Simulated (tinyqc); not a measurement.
Inside a calculation: tunnelling through a thin dielectric with one trap, as a tight-binding chain. Values are carried at full precision from step to step, so a last printed digit may differ when a step is redone from the rounded ones.

Hopping -t everywhere, t = c/(m a^2), c = hbar^2/2m0; lead sites at 2t (band bottom 0), barrier sites 1 to N at 2t + phi, and site j has U besides. No voltage. Leads give S = -t exp(ika) on sites 1 and N, cos(ka) = 1 - E/(2t). T = (2 t sin(ka))^2 |G_1N|^2, G = (E - H - S)^-1. In the barrier cosh(q a) = 1 + (phi - E)/(2t).

Constants: hbar^2/2m0 = 3.80998211 eV angstrom^2; hbar = 6.58211957e-16 eV s.

Inputs chosen for the exercise (barrier and mass of the size used for HfO2 on silicon; shifted at random, so the results belong to these values and not to a real crystal): a = 3 angstrom (site spacing); m = 0.22 m0 (mass, the same in leads and barrier); phi = 1.54 eV (conduction edge of the barrier above that of the leads); U = -2.29 eV (extra energy on the trap site); E = 1.07 eV (electron energy); N = 10 (barrier sites); j = 5 (site of the trap).

## Scales

Form t, ka, q a, and the level of the trap in an endless barrier, Eb = phi + 2t - sqrt(4 t^2 + U^2).

t = 1.92423 eV
ka = 0.764155 rad
q a = 0.48932
Eb = 0.9102 eV

## The matrix E - H - S

Fill it in.

E - H - S (eV):
```
[[-2.92923+1.33143i, 1.92423, 0.00000, 0.00000, 0.00000, 0.00000, 0.00000, 0.00000, 0.00000, 0.00000],
 [1.92423, -4.31847, 1.92423, 0.00000, 0.00000, 0.00000, 0.00000, 0.00000, 0.00000, 0.00000],
 [0.00000, 1.92423, -4.31847, 1.92423, 0.00000, 0.00000, 0.00000, 0.00000, 0.00000, 0.00000],
 [0.00000, 0.00000, 1.92423, -4.31847, 1.92423, 0.00000, 0.00000, 0.00000, 0.00000, 0.00000],
 [0.00000, 0.00000, 0.00000, 1.92423, -2.02847, 1.92423, 0.00000, 0.00000, 0.00000, 0.00000],
 [0.00000, 0.00000, 0.00000, 0.00000, 1.92423, -4.31847, 1.92423, 0.00000, 0.00000, 0.00000],
 [0.00000, 0.00000, 0.00000, 0.00000, 0.00000, 1.92423, -4.31847, 1.92423, 0.00000, 0.00000],
 [0.00000, 0.00000, 0.00000, 0.00000, 0.00000, 0.00000, 1.92423, -4.31847, 1.92423, 0.00000],
 [0.00000, 0.00000, 0.00000, 0.00000, 0.00000, 0.00000, 0.00000, 1.92423, -4.31847, 1.92423],
 [0.00000, 0.00000, 0.00000, 0.00000, 0.00000, 0.00000, 0.00000, 0.00000, 1.92423, -2.92923+1.33143i]]
```

## Transmission

Invert the matrix; T = (2 t sin(ka))^2 |G_1N|^2.

first row of G (1/eV): [-0.3407-0.2207i, -0.1517-0.1002i, 0.0002093-0.004218i, 0.1522+0.09076i, 0.3414+0.2079i, 0.2077+0.1284i, 0.1247+0.08028i, 0.07213+0.05175i, 0.03722+0.03586i, 0.01139+0.02873i]

T = 0.006774

Without the trap T is 0.000174: the trap changes it by a factor 38.9 at this energy.

## The resonance

Resonance: the lowest eigenvalue of H + S(E), iterated until its real part equals E (40 rounds from Eb = phi + 2t - sqrt(4t^2 + U^2), the level in an endless barrier). With v the normalised squared amplitudes of that state, Gamma_L = 2 t sin(ka) v_1, Gamma_R = 2 t sin(ka) v_N; Breit-Wigner T = Gamma_L Gamma_R/((E - Er)^2 + (Gamma_L + Gamma_R)^2/4).

Find Er, the two widths, the peak height 4 Gamma_L Gamma_R/(Gamma_L + Gamma_R)^2 and the escape time hbar/(Gamma_L + Gamma_R).

Er = 0.9126 eV

widths (meV): left 14.31, right 4.625

peak height = 0.7385
escape time = 34.8 fs

squared amplitudes: [0.0057, 0.0164, 0.0527, 0.1658, 0.5150, 0.1665, 0.0536, 0.0170, 0.0053, 0.0019]

The nearby leads move the level 2.4 meV above its value in an endless barrier. The trap is closer to the left lead, which takes 75.6 % of the escapes.

## Checks

- T at Er from the chain against the Breit-Wigner peak: 0.738 against 0.739.
- T without trap against the closed form for a lattice barrier: both 0.0001742.

Program tinyqc; command `OMP_NUM_THREADS=1 python tinyqc.py 1450281 1450282 out.jsonl`; about 0.06 s on one thread of a shared Intel(R) Xeon(R) Processor @ 2.30GHz.
